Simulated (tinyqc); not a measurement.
Leaving out one process at a time: Debye-Callaway model of lattice thermal conductivity. Computed by tinyqc, a small Python program. Command: `OMP_NUM_THREADS=1 python tinyqc.py 3018658 3018659 out.jsonl callaway walk`. One thread of a shared host (Intel(R) Xeon(R) Processor @ 2.30GHz), about 0.01 s of CPU time with the checks.

Three acoustic branches with one velocity v, cut at omega_D = k_B Theta/hbar; x = hbar omega/(k_B T). v and Theta are separate inputs: Theta cuts off the heat-carrying modes, so C need not reach 3 k_B/V. gamma is an effective value that sets the umklapp rate. Heat flows along the wire.

Inputs (values chosen for the exercise, modelled on lead telluride):
```
quantity                                value        unit
sound velocity v                         1790         m/s
Debye temperature Theta                   145           K
volume per atom V                        33.7  angstrom^3
mean atomic mass M                      167.4           u
effective Grueneisen parameter gamma     4.09           -
umklapp exponent divisor b                  2           -
vacancy fraction n_v                  0.00038           -
wire diameter D                         0.052  micrometre
specularity p                             0.2           -
temperature T                             200           K
```

Sample: wire. Point defects: vacancies. Normal processes: left out.

Constants: k_B = 1.380649e-23 J/K; hbar = 1.054571817e-34 J s; u = 1.6605390666e-27 kg.

Method:
- A vacancy counts as a mass defect Delta M/M = -3 (the missing mass and twice its bonds), so Gamma = 9 n_v. A = V Gamma/(4 pi v^3).
- Rates: point defects A omega^4; umklapp B omega^2 T exp(-Theta/(b T)) with B = hbar gamma^2/(M v^2 Theta). Boundaries: v/Lambda_B with Lambda_B = D (1 + p)/(1 - p).
- kappa_1 = c int tau_C g dx, g = x^4 e^x/(e^x - 1)^2, c = (k_B/(2 pi^2 v)) (k_B T/hbar)^3, over 0 < x < min(Theta/T, 40), by 96 Gauss-Legendre points in s with x = x_max s^2; tau_C = tau_R, the inverse of the summed rates, and kappa = kappa_1.

Rayleigh coefficient A = 1.59914e-42 s^3

Conductivity at T:
```
case                   kappa (W/(m K))  ratio to all
all processes                   2.5761             1
without point defects           2.8573        1.1091
without boundaries              3.5187        1.3659
without umklapp                 11.974        4.6482
```

What follows from these numbers?

Removing umklapp raises kappa most, by a factor 4.65; removing point defects gives only 1.11.
